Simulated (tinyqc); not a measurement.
Dose and depth of a threshold implant.

Inverse problem. A sheet of D acceptors per cm^2 lies at depth xi inside the depleted layer of a body doped Na. In the depletion approximation VT = Vfb + f2 + q D/Cox + gamma sqrt(f2 + Vsb - q D xi/(eps0 eps_r)), gamma = sqrt(2 eps0 eps_r q Na)/Cox, Cox = eps0 eox/tox. Find gamma, D and xi.

Parameters, values chosen for the exercise; band and dielectric values close to those of silicon:
- eps_r = 11.6 (relative permittivity)
- Na = 5.8e16 cm^-3 (acceptor density deep in the body)
- eox = 3.9 (relative permittivity of the gate insulator (close to silicon dioxide))
- tox = 5.4 nm (insulator thickness)
- Vfb = -0.73 V (flat-band voltage)
- f2 = 0.657 V (band bending 2 phiF at threshold)

Constants: q = 1.602176634e-19 C, eps0 = 8.8541878128e-14 F/cm where lengths are in cm. Results are converted to the units shown.

VT against the source at Vsb = 0 and 3 V (V): [0.25885593, 0.52406440]

Solution. With y^2 = f2 - q D xi/(eps0 eps_r) and d the difference of the thresholds over gamma, sqrt(y^2 + Vsb) - y = d gives y = (Vsb - d^2)/(2 d). The first threshold then gives D, and y^2 gives xi.

gamma = 0.216 V^0.5
D = 8.00e11 cm^-2
xi = 23.0 nm

Numbers from tinyqc (`OMP_NUM_THREADS=1 python tinyqc.py 2080069 2080070 out.jsonl`; about 0.3 s on one thread of a shared Intel Xeon 2.30GHz).
